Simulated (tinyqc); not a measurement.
# Inputs raised by 10 %, one at a time

Model: sheet resistance and Hall data of a diffused or implanted layer. Computed by tinyqc, a small Python program. Command: `OMP_NUM_THREADS=1 python tinyqc.py 3000610 3000611 out.jsonl layer sens`. One thread of a shared host (Intel(R) Xeon(R) Processor @ 2.30GHz), about 0.01 s of CPU time with the checks.

Carriers are taken equal to the net active doping down to the junction (full ionisation, which deep dopants in wide-gap hosts do not reach; no spill-over, no depletion), and the Hall factor is 1.

Inputs (values chosen for the exercise, modelled on nitrogen in 4H-SiC):
```
quantity,value,unit
mu_min,39.5,cm^2/(V s)
mu_max,950,cm^2/(V s)
N_ref,2e+17,1/cm^3
exponent alpha,0.62,-
peak concentration N_0,9.7e+18,1/cm^3
length scale l,19,nm
background doping N_B (opposite type),1.7e+16,1/cm^3
```

Profile: box. Activation: complete.

Constants: e = 1.602176634e-19 C.

Method:
- N(x) = N_0 down to x_j = l, dose N_0 l.
- Mobility mu = mu_min + (mu_max - mu_min)/(1 + (N_t/N_ref)^alpha), N_t = active doping + N_B; carriers n = active doping - N_B, all dopants active.
- Integrals from x_0 (0 unless stated) to x_j by the midpoint rule on 400 even intervals: 1/R_s = e int n mu dx; sheet density n_s = int n dx; Hall sheet density (int n mu dx)^2/int n mu^2 dx; Hall mobility int n mu^2 dx/int n mu dx.
- Mean conductivity 1/(R_s x_j); mean mobility 1/(e n_s R_s).

Runs:
```
input moved,from,to,sheet resistance R_s (ohm),Hall mobility (cm^2/(V s)),junction depth x_j (nm),mean conductivity 1/(R_s x_j) (S/cm)
base run,-,-,2957.8,114.70,19.0,177.94
peak concentration N_0 (1/cm^3),9.7e+18,1.067e+19,2784.9,110.73,19.0,188.99
length scale l (nm),19,20.9,2688.9,114.70,20.9,177.94
background doping N_B (opposite type) (1/cm^3),1.7e+16,1.87e+16,2958.5,114.69,19.0,177.90
mu_min (cm^2/(V s)),39.5,43.45,2867.2,118.32,19.0,183.56
mu_max (cm^2/(V s)),950,1045,2768.4,122.55,19.0,190.11
N_ref (1/cm^3),2e+17,2.2e+17,2853.8,118.88,19.0,184.43
```

Exponents ln(y'/y) / ln(x'/x):
```
input,sheet resistance R_s,Hall mobility,junction depth x_j,mean conductivity 1/(R_s x_j)
peak concentration N_0,-0.632,-0.370,0,0.632
length scale l,-1.000,0.000,1,0.000
background doping N_B (opposite type),0.003,-0.001,0,-0.003
mu_min,-0.326,0.326,0,0.326
mu_max,-0.694,0.694,0,0.694
N_ref,-0.375,0.375,0,0.375
```

Among the inputs moved here: sheet resistance R_s answers most in size to length scale l (exponent -1.000), next to mu_max (-0.694). Its exponent -1.000 in length scale l: the profile only stretches. Hall mobility answers most in size to mu_max (exponent +0.694), next to N_ref (+0.375); its exponent is below 0.0005 for length scale l. Junction depth x_j answers most in size to length scale l (exponent +1.000); its exponent is below 0.0005 for peak concentration N_0, background doping N_B (opposite type), mu_min, mu_max, N_ref. Its exponent +1.000 in length scale l: the profile only stretches. Mean conductivity 1/(R_s x_j) answers most in size to mu_max (exponent +0.694), next to peak concentration N_0 (+0.632); its exponent is below 0.0005 for length scale l. Its exponent 0.000 in length scale l: Irvin's observation: 1/(R_s x_j) depends on the concentrations and the shape alone.

Caution (all rows): the layer is not thick against surface and junction depletion widths, which remove carriers that this model counts.

Extremes, crossings and ranges named in words are read from the listed rows.
